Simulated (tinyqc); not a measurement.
# Implanted layer, carriers, mobility and sheet resistance, step by step

Computed by the program tinyqc: `OMP_NUM_THREADS=1 python tinyqc.py 2110165 2110166 out.jsonl`, one thread of a shared Intel Xeon 2.30GHz, about 0.01 s for the whole run. Printed values are rounded.

A p-type layer from the surface x = 0 to the junction xj, N(x) = N0 exp(-(x - Rp)^2/(2 sg^2)). Local neutrality (no depletion at surface or junction, no spilling of carriers), intrinsic carriers neglected, full ionisation of active dopants.

Inputs (values chosen for the exercise); values close to those of boron in silicon over an n-type background: temperature T = 300 K; background doping of the opposite type Nb = 4.5e16 cm^-3; peak chemical concentration N0 = 1.8e19 cm^-3; mobility limit at high doping m1 = 43.7 cm^2/(V s); mobility limit at low doping, at 300 K m2 = 466 cm^2/(V s); reference doping of the mobility law Nr = 2.3e17 cm^-3; exponent of the mobility law am = 0.693; temperature exponent of m2 bt = 2.5; solubility limit of active dopant Ns = 1.97e20 cm^-3; straggle after annealing sg = 22 nm; projected range Rp = 18 nm.

Constants: q = 1.602176634e-19 C. Results are converted to the units shown.

## Junction depth and local values

xj = Rp + sg sqrt(2 ln(N0/Nb)); 14 equal steps from 0 to xj. Active dopant A = min(N, Ns); p = A - Nb; mobility mu = m1 + (m2 (T/300 K)^(-bt) - m1)/(1 + ((A + Nb)/Nr)^am).

xj = 94.1560 nm

```
point   x (nm)   N (cm^-3)   A (cm^-3)  p (1e19 cm^-3)  mu (cm^2/(V s))
0       0.0000  1.28798e19  1.28798e19         1.28348          68.0918
1       6.7254  1.57849e19  1.57849e19         1.57399          65.0561
2      13.4509  1.76193e19  1.76193e19         1.75743          63.5671
3      20.1763  1.79121e19  1.79121e19         1.78671          63.3524
4      26.9017  1.65852e19  1.65852e19         1.65402          64.3737
5      33.6271  1.39865e19  1.39865e19         1.39415          66.8158
6      40.3526  1.07426e19  1.07426e19         1.06976          71.1352
7      47.0780  7.51492e18  7.51492e18         0.74699          78.1748
8      53.8034  4.78798e18  4.78798e18         0.47430          89.3512
9      60.5289  2.77840e18  2.77840e18         0.27334          106.874
10     67.2543  1.46842e18  1.46842e18         0.14234          133.741
11     73.9797  7.06839e17  7.06839e17         0.06618          172.751
12     80.7052  3.09888e17  3.09888e17         0.02649          223.354
13     87.4306  1.23738e17  1.23738e17         0.00787          277.425
14     94.1560      4.5e16      4.5e16         0.00000          321.177
```

The mobility runs from 63.4 to 321 cm^2/(V s).

## Sheet quantities by the trapezoid rule

Dose = integral of N, carrier sheet density = integral of p, 1/Rs = q integral of p mu, mean mobility 1/(q Rs sheet density), Hall mobility (unit Hall factor) = integral of p mu^2 over integral of p mu, Hall sheet density = (integral of p mu)^2/integral of p mu^2; all from 0 to xj.

dose = 7.8542e13 cm^-2
carrier sheet density = 7.8118e13 cm^-2
Rs = 1138.3 ohm/square
mean mobility = 70.191 cm^2/(V s)
Hall mobility = 73.990 cm^2/(V s)
Hall sheet density = 7.4106e13 cm^-2

Carriers make up 99.5 % of the dose. A Hall measurement weights the mobile tail, so its sheet density is 5.1 % below the true one. With 4000 steps Rs = 1136 ohm/square; the coarse value is 0.19 % above it.
